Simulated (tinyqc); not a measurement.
Input admittance of a MOSFET at zero drain bias: distributed channel and distributed gate: one step of the calculation.

Source and drain grounded, strong inversion, w = 2 pi f, Cox = eps0 eox/tox. The channel is an RC line of resistance 1/(mu Cox Vo) per square fed from both ends, so one finger has the intrinsic admittance y = i w Cox L tanh(g)/g per width, g = (1/2) sqrt(i w tau), tau = L^2/(mu Vo). The vertical resistance rv/L is in series with y, the overlaps 2 i w Cov in parallel: y_t = 1/(1/y + rv/L) + 2 i w Cov. The gate strip is a line of Rsh/L per length loaded by y_t, so a finger has Y = y_t Wf tanh(k)/k, k = (Wf/sd) sqrt(y_t Rsh/L); the device has Nf Y.

Question. Admittance of the channel and stack per width. tau, g, c = Cox L, y and y_t as defined.

Inputs (values chosen for the exercise); values of the order met in silicon radio-frequency transistors: relative permittivity of the gate insulator (close to silicon dioxide) eox = 3.9; insulator thickness tox = 2.1 nm; channel length L = 0.63 um; channel mobility mu = 410 cm^2/(V s); gate overdrive Vo = 0.33 V; vertical resistivity of the gate stack rv = 0 ohm um^2; overlap and fringe capacitance on each side Cov = 0.25 fF/um; frequency f = 40 GHz.

Constants: eps0 = 8.8541878128e-14 F/cm where lengths are in cm. Results are converted to the units shown.

Wanted: tau; g; c; y; y_t.

Answer.

tau = 29.33 ps
g = 0.9600+0.9600i
c = 10.36 fF/um
y = (1.035+1.846i) x 1e3 uS/um
y_t = (1.035+1.972i) x 1e3 uS/um

w tau = 7.37, and Im y is 0.709 of w c.

Computed by the program tinyqc: `OMP_NUM_THREADS=1 python tinyqc.py 2262045 2262046 out.jsonl`, one thread of a shared Intel Xeon 2.30GHz, about 0.01 s for the whole run.
